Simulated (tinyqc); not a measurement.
# Atomic layer deposition: Langmuir saturation, growth per cycle and coating of deep features, step by step

A worked calculation. Computed by tinyqc, a small Python program that keeps every step. Command: `OMP_NUM_THREADS=1 python tinyqc.py 3005444 3005445 out.jsonl ald walk`. One thread of a shared host (Intel(R) Xeon(R) Processor @ 2.30GHz), about 0.01 s of CPU time with the checks. Intermediate numbers are printed to about 6 digits and carried at full precision; extremes and crossings named in words are read from the listed rows.

Precursor A sticks only on free sites, so a long enough pulse saturates; co-reactant B then frees the sites again.

Inputs (values chosen for the exercise, modelled on hafnium oxide from an amide and water):
```
quantity                                  value      unit
precursor mass M                            411         u
site density q                              2.9    1/nm^2
growth per cycle at saturation G           0.98  angstrom
sticking probability beta on free sites  0.0041         -
precursor pressure p                        1.5        Pa
temperature T                               300         C
pulse time t                                1.3         s
co-reactant completion per pulse c_B       0.95         -
desorption energy E_d                       1.8        eV
purge time t_p                              2.7         s
aspect ratio a                              110         -
```

Feature: long trench.

Constants: u = 1.6605390666e-27 kg; k_B = 1.380649e-23 J/K; k_B = 8.617333262e-05 eV/K.

## Flux and saturation time

Wall flux F = p/sqrt(2 pi M k_B T); rate of filling k_a = beta F/q; desorption k_d = 1e13 exp(-E_d/(k_B T)) per second. 1/m^2 = 1e-18/nm^2. Temperatures in kelvin are T(C) + 273.15.

flux F = 8142.92 1/(nm^2 s)

k_a = 11.5124 1/s

k_d = 0.00148723 1/s

time to 99 % without desorption, ln(100)/k_a = 0.400018 s

## The first four cycles

One cycle from coverage th0: pulse A gives th1 = th_s + (th0 - th_s) exp(-(k_a + k_d) t), th_s = k_a/(k_a + k_d); the purge leaves th2 = th1 exp(-k_d t_p); pulse B converts c_B th2 into film and leaves th3 = (1 - c_B) th2. Growth = G c_B th2. Start from th0 = 0.

Cycles:
```
cycle        th0       th1       th2        th3  growth (angstrom)
1      0.0000000  0.999871  0.995864  0.0497932           0.927149
2      0.0497932  0.999871  0.995864  0.0497932           0.927149
3      0.0497932  0.999871  0.995864  0.0497932           0.927149
4      0.0497932  0.999871  0.995864  0.0497932           0.927149
```

## Steady growth per cycle

The periodic state has th0 = th3: th0 = (1 - c_B) e_p th_s (1 - e_a)/(1 - (1 - c_B) e_p e_a), with e_a = exp(-(k_a + k_d) t), e_p = exp(-k_d t_p). Share of impinging molecules used = q (th1 - th0)/(F t).

coverage after pulse A = 0.999871

growth per cycle = 0.927149 angstrom

share of impinging molecules used = 2.60276e-04

The pulse is 14.97 filling times long: saturated.

## Exposure for a deep feature

Diffusion-limited filling (Gordon) of a long trench of width w, hydraulic diameter 2w, so that a is replaced by a/2 in the hole formula: t = (q/F)(1 + 19a/8 + 3a^2/8). Reaction-limited filling needs ln(100)/k_a at any depth, k_a = beta F/q. Flow is molecular. The front picture holds when the modulus (a/2) sqrt(beta) is well above 1. Depth reached by the given pulse: solve the same formula for a. Exposure = p x diffusion-limited time; 1 langmuir = 1.33322e-4 Pa s.

diffusion-limited time = 1.70937 s

exposure = 19232.1 langmuir

modulus = 3.52172

aspect ratio reached by the front in time t = 95.5320

Diffusion needs 1.71 s and reaction 0.400 s: transport limits, and the feature fills from the mouth down. Caution: for a long trench the a/2 rule ignores the ln(a)/a transmission of a slit, so times at large a are too long.

## Coverage along the feature as the dose grows

Continuum model with steady gas transport: d2n/dz2 = 3 beta (1 - th) n/d_h^2 (d_h the hydraulic diameter, n = 1 at the mouth, no flux at the floor, 60 cells), d th/dt = beta F n (1 - th)/q; no desorption. Times are multiples of the larger of the Gordon time and ln(100)/k_a.

Coverage:
```
multiple    t (s)  top cell  quarter depth  half depth  three quarters  floor cell
0.05      0.08547     0.610          0.215       0.053           0.012       0.005
0.10      0.17094     0.849          0.418       0.119           0.029       0.012
0.20      0.34187     0.978          0.730       0.286           0.077       0.033
0.40      0.68375     1.000          0.966       0.659           0.247       0.117
0.60      1.02562     1.000          0.997       0.898           0.505       0.282
0.80      1.36750     1.000          1.000       0.981           0.774       0.551
1.00      1.70937     1.000          1.000       0.998           0.952       0.866
1.30      2.22218     1.000          1.000       1.000           1.000       0.999
```

At a multiple of 0.2 the coverage is 0.98 at the top and 0.03 at the floor. The coverage falls gradually with depth, without a sharp front. In the last row the floor reaches 0.999.

Checks made by the program: periodic state against 400 explicit cycles (relative difference below 1e-10).
